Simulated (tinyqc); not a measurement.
Ballistic Schottky-barrier transistor with a two-dimensional channel, WKB contacts: two steps of the calculation.

Source Fermi level 0, drain Fermi level -Vd. Far from the contacts Ec = pn - psi, and the gate moves psi one to one; the band edges relax as exp(-x/lam) from pn at the source and pn - Vd at the drain; Ev = Ec - Eg. A carrier of energy w inside the channel band meets at a contact a barrier of height D (the contact edge beyond the channel edge): T = 1 for w >= D, else exp(-S), S = 4 lam sqrt(m/C) [sqrt(D - w) - sqrt(w) arctan sqrt((D - w)/w)], C = hbar^2/(2 m0). The two contacts combine as Ts Td/(Ts + Td - Ts Td).

Values chosen for this exercise; channel values close to those of an ultrathin silicon body with silicide contacts: temperature T = 300 K; band gap Eg = 1.12 eV; barrier for electrons at both contacts pn = 0.74 eV; hole mass mp = 0.26 m0; valleys or subbands g = 2; screening length at the contacts lam = 4.5 nm; drain bias Vd = 0.7 V; band shift psi of the channel by the gate ps = 0.17 V; energy of one carrier inside the channel band w0 = 0.36 eV; upper end of the grid wm = 0.71 eV; points of the grid nE = 13.

Constants: q = 1.602176634e-19 C, kB = 1.380649e-23 J/K, hbar = 1.054571817e-34 J s, h = 6.62607015e-34 J s, m0 = 9.1093837015e-31 kg, Vt = kB T/q, hbar^2/(2 m0) = 0.0380998212 eV nm^2. Results are converted to the units shown.

Task 1. Transmission of one of the holes. S and T at both contacts for w = w0, and the tunnelling distance lam ln(D/w) at the higher barrier.

D for holes (eV): source -0.17000000, drain 0.53000000

Find: S at the source; S at the drain; combined T; tunnelling distance.

Result 1.

S at the source = 0
S at the drain = 2.4012
combined T = 0.090605
tunnelling distance = 1.7405 nm

Task 2. Current of the holes on a coarse grid. I/W = g (2 q^2/h) int T(w) [N(Es + w) - N(Ed + w)] dw with w the energy of motion along the channel, N(y) = (1/2 pi) sqrt(pi m kB T/C) Fm(-y/kB T), Fm(x) = (1/sqrt(pi)) int_0^infinity u^(-1/2)/(1 + exp(u - x)) du. Electrons: Ds = psi, Dd = psi - Vd, Es = Ec, Ed = Ec + Vd. Holes: Ds = -psi, Dd = Vd - psi, Es = -Ev, Ed = -Ev - Vd. The size of each current is taken; both flow from drain to source and add. Simpson's rule on nE equally spaced w from 0 to wm.

Find: w; Ts; Td; T; size of the supply difference; current.

Result 2.

| point | w (eV) | Ts | Td | T | size of the supply difference (1/um) |
|---|---|---|---|---|---|
| 0 | 0.00000 | 1.0000 | 1.3587e-15 | 1.3587e-15 | 317.43 |
| 1 | 0.05917 | 1.0000 | 1.2529e-8 | 1.2529e-8 | 240.61 |
| 2 | 0.11833 | 1.0000 | 2.9843e-6 | 2.9843e-6 | 133.58 |
| 3 | 0.17750 | 1.0000 | 1.2034e-4 | 1.2034e-4 | 33.085 |
| 4 | 0.23667 | 1.0000 | 0.0018816 | 0.0018816 | 4.0472 |
| 5 | 0.29583 | 1.0000 | 0.015630 | 0.015630 | 0.41946 |
| 6 | 0.35500 | 1.0000 | 0.080411 | 0.080411 | 0.042629 |
| 7 | 0.41417 | 1.0000 | 0.27728 | 0.27728 | 0.0043237 |
| 8 | 0.47333 | 1.0000 | 0.65895 | 0.65895 | 4.3844e-4 |
| 9 | 0.53250 | 1.0000 | 1.0000 | 1.0000 | 4.4458e-5 |
| 10 | 0.59167 | 1.0000 | 1.0000 | 1.0000 | 4.5081e-6 |
| 11 | 0.65083 | 1.0000 | 1.0000 | 1.0000 | 4.5713e-7 |
| 12 | 0.71000 | 1.0000 | 1.0000 | 1.0000 | 4.6353e-8 |

current = 0.21579 uA/um

Range of the model: No scattering, image-force lowering, channel charge or band-to-band tunnelling; parabolic kappa overstates S deep in the gap.

tinyqc, about 0.3 s, one thread, Intel Xeon 2.30GHz (shared host): `OMP_NUM_THREADS=1 python tinyqc.py 2390044 2390045 out.jsonl`
